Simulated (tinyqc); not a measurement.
Shape against the ratio gamma(100)/gamma(111): equilibrium crystal shape, supported particles, Gibbs-Thomson effect and coarsening. Computed by tinyqc, a small Python program. Command: `OMP_NUM_THREADS=1 python tinyqc.py 3026319 3026320 out.jsonl wulff walk`. One thread of a shared host (Intel(R) Xeon(R) Processor @ 2.30GHz), about 0.05 s of CPU time with the checks.

A cubic crystal bounded by {100}, {110} and {111} facets only.

Inputs (values chosen for the exercise, for a model metal): lattice constant a = 4.01 angstrom; first-neighbour bond energy e1 = 0.305 eV; second-neighbour bond energy e2 = 0.11 eV.

Surface energies: broken bonds, fcc.

Constants: 1 eV/angstrom^2 = 16.02176634 J/m^2.

Method:
- A cut with normal n breaks sum_R |R.n|/(2 Omega) bonds per area (R over all neighbours of a shell) and makes two surfaces: gamma = sum over shells e_s sum_R |R.n|/(4 Omega). fcc: 12 neighbours a/2 (1,1,0), 6 at a (1,0,0), Omega = a^3/4.
- Wulff construction: the facet planes lie at distances lambda gamma from the centre, and the shape is the region inside all of them; V = (1/3) sum of area x distance. gamma_mean = sum A gamma / sum A; shape factor eta = A/V^(2/3) (4.836 for a sphere).
- gamma(110)/gamma(111) is held at the value of this crystal.

gamma (J/m^2): (100) 1.43478, (110) 1.59931, (111) 1.43239

Area fractions:
```
gamma(100)/gamma(111)   {100}    {110}    {111}     eta
0.550                  1.0000  0.00000  0.00000  6.0000
0.601                  0.9960  0.00000  0.00403  5.9834
0.721                  0.8884  0.00000  0.11155  5.6827
0.851                  0.6367  0.04647  0.31680  5.3041
1.000                  0.3784  0.14098  0.48064  5.1314
1.120                  0.2363  0.20624  0.55749  5.1334
1.300                  0.0939  0.29663  0.60951  5.2228
1.750                  0.0000  0.39750  0.60250  5.3506
```

What follows from these numbers?

{100} holds 100 % of the area in the first row and 0 % in the last; without {110} the limits are a cube below 1/sqrt(3) = 0.577 and an octahedron above sqrt(3) = 1.732. The roundest shape among these rows (eta = 5.131) is at the ratio 1; {110} shows in 5 rows.
